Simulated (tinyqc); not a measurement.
# Read current of a NAND string, cells in series solved by shooting: effects of single changes

Cells in series, numbered from 0 at the source line (0 V) to the bit line, each followed by a gap resistance Rg. A cell with gate Vg, threshold VT, source Vs and drain Vd passes I = 2 nf K Vt^2 [F(Vs) - F(Vd)]/(1 + th max(Vg - VT, 0)), F(V) = ln^2(1 + exp((Vg - VT - nf V)/(2 nf Vt))). The selected cell has Vg = Vr, the others Vg = Vp.

Inputs (values chosen for the exercise); values of the order met in vertical NAND strings: temperature T = 358 K; gain factor of a cell K = 19 uA/V^2; slope factor nf = 1.5; mobility reduction factor th = 0.03 1/V; resistance of the gap between cells Rg = 6.5 kohm; bit-line voltage Vbl = 0.4 V; pass voltage Vp = 7.9 V; threshold of an erased cell Ve = -2.2 V; threshold of the highest state Vh = 3.4 V; threshold of the selected cell Vx = 1.3 V; sensing current Is = 10 nA; read voltage on the selected word line Vr = 2.41 V.

Constants: q = 1.602176634e-19 C, kB = 1.380649e-23 J/K, Vt = kB T/q. Results are converted to the units shown.

Each table varies one quantity; the others keep the values above.

## Read current against the number of cells

For a trial current I start at 0 V and, cell by cell, solve for the drain: sqrt(F(Vd)) = sqrt(F(Vs) - I/k), k = 2 nf K Vt^2/(1 + th max(Vg - VT, 0)), Vd = [Vg - VT - 2 nf Vt ln(exp(sqrt F) - 1)]/nf, then add I Rg. The string current is the I for which the last node reaches Vbl. The apparent threshold is the Vr at which I = Is. Background: all other cells erased (VT = Ve) or all in the highest state (VT = Vh); ratio and shift are high over erased and high minus erased. The selected cell is in the middle, cell n/2.

Result of one run:

| n | I, others erased (uA) | I, others high (uA) | ratio | apparent VT, erased (V) | apparent VT, high (V) | background shift (mV) |
|---|---|---|---|---|---|---|
| 128 | 0.2237 | 0.1478 | 0.6607 | 1.255 | 1.261 | 6.248 |

What becomes of these results when the number of cells n is changed from 128 to 8, all else the same?

Result of the changed run:

| n | I, others erased (uA) | I, others high (uA) | ratio | apparent VT, erased (V) | apparent VT, high (V) | background shift (mV) |
|---|---|---|---|---|---|---|
| 8 | 2.368 | 1.823 | 0.7698 | 1.243 | 1.244 | 0.3892 |

The whole series:

| n | I, others erased (uA) | I, others high (uA) | ratio | apparent VT, erased (V) | apparent VT, high (V) | background shift (mV) |
|---|---|---|---|---|---|---|
| 8 | 2.368 | 1.823 | 0.7698 | 1.243 | 1.244 | 0.3892 |
| 16 | 1.447 | 1.040 | 0.7188 | 1.244 | 1.245 | 0.7785 |
| 32 | 0.8127 | 0.5587 | 0.6875 | 1.246 | 1.247 | 1.558 |
| 64 | 0.4329 | 0.2900 | 0.6700 | 1.249 | 1.252 | 3.118 |
| 96 | 0.2950 | 0.1958 | 0.6639 | 1.252 | 1.257 | 4.682 |
| 128 | 0.2237 | 0.1478 | 0.6607 | 1.255 | 1.261 | 6.248 |
| 192 | 0.1508 | 0.09919 | 0.6576 | 1.261 | 1.271 | 9.390 |

With erased neighbours the current falls from 2.37 to 0.151 uA, as n^(-0.71) between the first two rows and n^(-0.97) between the last two (-1 once the series resistance rules). The ratio falls from 0.770 to 0.658 and the background shift rises from 0.389 to 9.39 mV.

## Effect of the bit-line voltage

Same model as above.

The string has 64 cells and the selected one is cell 32.

Effect of the bit-line voltage:

| Vbl (V) | I, others erased (uA) | I, others high (uA) | ratio | apparent VT, erased (V) | apparent VT, high (V) | background shift (mV) |
|---|---|---|---|---|---|---|
| 0.1 | 0.1112 | 0.07581 | 0.6820 | 1.253 | 1.257 | 3.742 |
| 0.2 | 0.2205 | 0.1495 | 0.6779 | 1.249 | 1.252 | 3.144 |
| 0.3 | 0.3279 | 0.2210 | 0.6739 | 1.249 | 1.252 | 3.119 |
| 0.4 | 0.4329 | 0.2900 | 0.6700 | 1.249 | 1.252 | 3.118 |
| 0.5 | 0.5352 | 0.3566 | 0.6663 | 1.249 | 1.252 | 3.118 |
| 0.6 | 0.6343 | 0.4204 | 0.6629 | 1.249 | 1.252 | 3.118 |
| 0.7 | 0.7293 | 0.4813 | 0.6599 | 1.249 | 1.252 | 3.118 |
| 0.8 | 0.8190 | 0.5387 | 0.6578 | 1.249 | 1.252 | 3.118 |

Read the table: what changes, and by how much?

As Vbl goes from 0.1 to 0.8 V, the current with erased neighbours rises from 0.111 to 0.819 uA, that with high neighbours rises from 0.0758 to 0.539 uA and the ratio falls from 0.682 to 0.658. The background shift falls from 3.74 to 3.12 mV.

tinyqc, about 0.6 s, one thread, Intel Xeon 2.30GHz (shared host): `OMP_NUM_THREADS=1 python tinyqc.py 2142099 2142100 out.jsonl`
